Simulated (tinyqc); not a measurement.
# Retention against temperature

Retention: filled traps are spread evenly in depth from E1 to E2, and each empties at the rate nu exp(-E/kB T). The share left is the mean of exp(-nu t exp(-E/kB T)) = [kB T/(E2 - E1)] [E1x(nu t exp(-E2/kB T)) - E1x(nu t exp(-E1/kB T))], E1x the exponential integral; traps shallower than about Ed = kB T ln(nu t) are empty. t = 3.15576e8 s; the last column is the bake time at 523 K with the same Ed.

Values chosen for this exercise: shallowest trap depth E1 = 1.02 eV; deepest trap depth E2 = 1.8 eV; attempt frequency nu = 1e12 1/s.

Constants: q = 1.602176634e-19 C, kB = 1.380649e-23 J/K, Vt = kB T/q. Results are converted to the units shown.

Retention against temperature:
```
T (K)  Ed (eV)  share left  equivalent bake at 523 K (s)
300      1.220      0.7242                        0.5735
328      1.334      0.5764                         7.179
358      1.456      0.4180                         107.6
378      1.538      0.3124                         654.3
398      1.619      0.2071                          3978
423      1.721     0.08004                       3.798e4
448      1.822    0.003303                       3.626e5
```

The share left falls from 0.724 to 0.00330. Apart from the width of the edge only the product T ln(nu t) counts, so ten years at 358 K equal 108 s at 523 K; no single activation energy describes the loss, since Ed itself moves.

tinyqc, about 0.04 s, one thread, Intel Xeon 2.30GHz (shared host): `OMP_NUM_THREADS=1 python tinyqc.py 2130016 2130017 out.jsonl`
